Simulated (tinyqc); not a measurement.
Placement within one cell: pair of shallow donors (hydrogen-like orbitals).

Each donor has the orbital exp(-r/a); energy unit Ha* = q/(eps a), q = e^2/(4 pi eps0), so that a lone donor is bound by Ha*/2; x = R/a. One electron: S = (1 + x + x^2/3) exp(-x), j = 1/x - (1 + 1/x) exp(-2x), k = (1 + x) exp(-x); levels E(+/-) = -1/2 - (j +/- k)/(1 +/- S) in Ha*, without the repulsion of the ions, split by D = |E(-) - E(+)|. In six valleys the overlaps S and k are multiplied by v = [cos(K Rx) + cos(K Ry) + cos(K Rz)]/3, K = k0 (2 pi/a_lat), for isotropic envelopes and the symmetric valley state.

Two electrons, Heitler-London: with S' = (1 - x + x^2/3) exp(x), C = 1/x - exp(-2x)(1/x + 11/8 + 3x/4 + x^2/6), X = (1/5){exp(-2x)(25/8 - 23x/4 - 3x^2 - x^3/3) + (6/x)[S^2 (0.5772157 + ln x) + S'^2 Ei(-4x) - 2 S S' Ei(-2x)]}, Q = C - 2j + 1/x and A = X - 2 S k + S^2/x, the singlet and triplet lie at (Q +/- w A)/(1 +/- w S^2) from two lone donors, with the valley weight w = v^2; the exchange is J = triplet - singlet.

Constants: e^2/(4 pi eps0) = 14.39964547 eV angstrom.

Parameters, chosen for this exercise (near those of two donors in Si; the results hold for these values, not for the real material):
- a = 18.2 angstrom (orbital radius)
- eps = 11.1 (dielectric constant)
- a_lat = 5.431 angstrom (lattice constant)
- k0 = 0.858 2 pi/a_lat (valley position)
- sites = ((14, 0, 0), (14.25, 0.25, 0.25), (14.5, 0.5, 0), (14, 0.5, 0.5), (13.75, 0.25, -0.25), (14.75, 0.25, -0.25), (14, 1, 0), (14.25, 0.75, -0.25), (15, 0.5, 0.5)) a_lat (positions of the second donor)

D and J for each site, and for v = 1.

Results:

| site | R (angstrom) | v | D (meV) | J (micro-eV) | J for v = 1 |
|---|---|---|---|---|---|
| (14, 0, 0) | 76.0 | 0.999 | 5.73 | 1.10e+03 | 1.10e+03 |
| (14.25, 0.25, 0.25) | 77.4 | 0.197 | 1.04 | 38.1 | 987 |
| (14.5, 0.5, 0) | 78.8 | -0.278 | 1.39 | 68.1 | 882 |
| (14, 0.5, 0.5) | 76.1 | -0.269 | 1.50 | 79.2 | 1.10e+03 |
| (13.75, 0.25, -0.25) | 74.7 | 0.245 | 1.44 | 74.0 | 1.23e+03 |
| (14.75, 0.25, -0.25) | 80.1 | -0.039 | 0.185 | 1.20 | 790 |
| (14, 1, 0) | 76.2 | 0.875 | 4.94 | 832 | 1.09e+03 |
| (14.25, 0.75, -0.25) | 77.5 | -0.084 | 0.442 | 6.90 | 979 |
| (15, 0.5, 0.5) | 81.6 | -0.373 | 1.67 | 97.8 | 702 |

What does the comparison show, and why?

Over these sites the envelope alone changes J by a factor 1.75, and the valley factor v^2 by 655; J runs from 1.2 at (14.75, 0.25, -0.25) to 1.1e+03 micro-eV at (14, 0, 0). Moves of less than one lattice constant change the phases of the valleys along each axis that moves, so the placement must be exact to the site.

(tinyqc, `OMP_NUM_THREADS=1 python tinyqc.py 1251934 1251935 out.jsonl`, Intel(R) Xeon(R) Processor @ 2.30GHz, 1 thread, shared host, about 0.01 s.)
